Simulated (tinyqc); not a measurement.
Inside a calculation. Model: BCS gap equation with a constant attraction inside the Debye window. Computed by tinyqc, a small Python program that keeps every step. Command: `OMP_NUM_THREADS=1 python tinyqc.py 3025787 3025788 out.jsonl bcs walk`. One thread of a shared host (Intel(R) Xeon(R) Processor @ 2.30GHz), about 0.01 s of CPU time with the checks. Intermediate numbers are printed to about 6 digits and carried at full precision; extremes and crossings named in words are read from the listed rows.

Pairs attract with strength V for |xi| < k_B Theta; N(0) is the density of states for one spin. Energies are given as temperatures (E/k_B, in K) unless marked.

Inputs (values chosen for the exercise, for a model metal): coupling N(0)V = 0.373; Debye temperature Theta = 146 K; temperature T = 5.75 K.

Solver: fixed point.

Constants: k_B = 8.617333262e-05 eV/K.

## Gap at zero temperature

At T = 0 the gap equation 1/(N(0)V) = int_0^Theta d xi/sqrt(xi^2 + Delta^2) has the integral arcsinh(Theta/Delta), so Delta_0 = Theta/sinh(1/(N(0)V)); weak coupling gives 2 Theta exp(-1/(N(0)V)).

Delta_0 = 20.0954 K

weak-coupling Delta_0 = 20.0011 K

Delta_0 in meV = 1.73169 meV

## Critical temperature

Gap equation: 1/(N(0)V) = I(Delta, T) = int_0^Theta tanh(E/2T)/E d xi, E = sqrt(xi^2 + Delta^2); 64 Gauss-Legendre points in y with xi = max(Delta, T) sinh(y). T_c solves I(0, T_c) = 1/(N(0)V); the weak-coupling form is T_c = (2 e^C/pi) Theta exp(-1/(N(0)V)) with Euler's C = 0.5772157, and 2 Delta_0/T_c then tends to 2 pi e^-C = 3.528.

T_c = 11.3393 K

weak-coupling T_c = 11.3393 K

2 Delta_0/T_c = 3.54438

T_c/Theta = 0.0777; the ratio lies +0.47 % from 3.528. Within this model the ratio cannot pass 4; larger values in real metals come from retardation, which it leaves out. Caution: at this coupling retardation and damping of the phonon exchange (Eliashberg theory) matter.

## One evaluation of the gap equation

Take Delta = Delta_0 as the trial; the fixed-point update is Delta(new) = N(0)V Delta I(Delta, T).

I(Delta_0, T) = 2.64238

updated Delta = 19.8062 K

## Gap at temperature T

Residual r = N(0)V I - 1, with Delta_0 = Theta/sinh(1/(N(0)V)). Fixed point: Delta(new) = Delta (1 + r), from Delta_0. Stop when |r| < 1e-9 or after 40 steps.

Iterations:

| step | Delta (K) | residual r |
|---|---|---|
| 1 | 19.8062 | -9.86535e-03 |
| 2 | 19.6108 | -6.78827e-03 |
| 3 | 19.4776 | -4.68360e-03 |
| 4 | 19.3864 | -3.23751e-03 |
| 5 | 19.3237 | -2.24080e-03 |
| 6 | 19.2804 | -1.55232e-03 |
| 7 | 19.2504 | -1.07604e-03 |
| 8 | 19.2297 | -7.46211e-04 |
| 9 | 19.2154 | -5.17635e-04 |
| ... | ... | ... |
| 32 | 19.1829 | -1.16628e-07 |
| 33 | 19.1829 | -8.09572e-08 |
| 34 | 19.1829 | -5.61965e-08 |
| 35 | 19.1829 | -3.90089e-08 |
| 36 | 19.1829 | -2.70780e-08 |
| 37 | 19.1829 | -1.87963e-08 |
| 38 | 19.1829 | -1.30474e-08 |
| 39 | 19.1829 | -9.05689e-09 |
| 40 | 19.1829 | -6.28685e-09 |

converged (1 yes, 0 no) = 0

Delta(T) = 19.1829 K

Not converged: the residual falls at every step, but slowly, by a factor of about 0.694 a step. The update changes Delta only by the factor 1 + r, and r varies only weakly with Delta.

Reruns converge with solver = secant; or with solver = bisection.
